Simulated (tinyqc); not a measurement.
What each parameter does: six-band Luttinger-Kohn model with strain.

Six-band Luttinger-Kohn model in the basis |3/2,3/2>, |3/2,1/2>, |3/2,-1/2>, |3/2,-3/2>, |1/2,1/2>, |1/2,-1/2>, electron energies, zero at the top of the unstrained valence band. H = -[rows: (P+Q, -S, R, 0, -S/r2, r2 R); (-S*, P-Q, 0, R, -r2 Q, r32 S); (R*, 0, P-Q, S, r32 S*, r2 Q); (0, R*, S*, P+Q, -r2 R*, -S*/r2); (-S*/r2, -r2 Q, r32 S, -r2 R, P+Dso, 0); (r2 R*, r32 S*, r2 Q, -S/r2, 0, P+Dso)], r2 = sqrt(2), r32 = sqrt(3/2). Levels are twofold.

P = c g1 k^2 - av tr(e); Q = c g2 (kx^2 + ky^2 - 2 kz^2) - (b/2)(exx + eyy - 2 ezz); R = c sqrt3 [-g2 (kx^2 - ky^2) + 2i g3 kx ky] + (sqrt3/2) b (exx - eyy) - i d exy; S = 2 c sqrt3 g3 (kx - i ky) kz - d (exz - i eyz); c = hbar^2/2m0, e the strain tensor (not engineering shear).

s11 = (C11 + C12)/((C11 - C12)(C11 + 2 C12)), s12 = -C12/((C11 - C12)(C11 + 2 C12)), s44 = 1/C44; exx = s11 sxx + s12 (syy + szz) and cyclic, exy = s44 sxy/2; tension is positive. A uniaxial stress X along the unit vector n is s_ij = X n_i n_j.

Constants: hbar^2/2m0 = 3.80998211 eV angstrom^2.

Values chosen for the exercise (near those of Si; shifted at random, so the results belong to these values and not to a real crystal):
- Dso = 0.043 eV (spin-orbit splitting)
- g1 = 4.29 (Luttinger gamma1)
- g2 = 0.34 (gamma2)
- g3 = 1.43 (gamma3)
- av = 2.41 eV (valence hydrostatic potential)
- b = -2.11 eV (tetragonal shear potential)
- d = -5 eV (trigonal shear potential)
- C11 = 172.9 GPa
- C12 = 63.5 GPa
- C44 = 74.9 GPa
- load = biaxial (001) (kind of stress)
- X = -1.19 GPa (stress)

Edges at k = 0 under a biaxial (001) stress X and the curvature mass of the top pair along [100] (step 0.0002 1/angstrom).

Results for these values:
```
case  top (eV)  second (eV)  third (eV)  mass (m0)
base    0.0038      -0.0181     -0.0861      0.216
```

What happens to each result for d = -6 eV, all else kept?

Answer: top does not change at the printed digits; second does not change at the printed digits; third does not change at the printed digits; mass does not change at the printed digits.

The same for each parameter in turn:
```
case              top (eV)  second (eV)  third (eV)  mass (m0)
base                0.0038      -0.0181     -0.0861      0.216
Dso = 0.034 eV      0.0038      -0.0147     -0.0805      0.216
g1 = 5.148          0.0038      -0.0181     -0.0861      0.182
av = 1.928 eV       0.0077      -0.0143     -0.0822      0.216
d = -6 eV           0.0038      -0.0181     -0.0861      0.216
b = -1.688 eV      -0.0008      -0.0211     -0.0785      0.216
g2 = 0.408          0.0038      -0.0181     -0.0861      0.213
C11 = 207.48 GPa    0.0003      -0.0196     -0.0751      0.216
```

The Luttinger parameters multiply k^2 and cannot move the edges; av shifts all edges alike and leaves the mass.

(tinyqc, `OMP_NUM_THREADS=1 python tinyqc.py 1080207 1080208 out.jsonl`, Intel(R) Xeon(R) Processor @ 2.30GHz, 1 thread, shared host, about 0.1 s.)
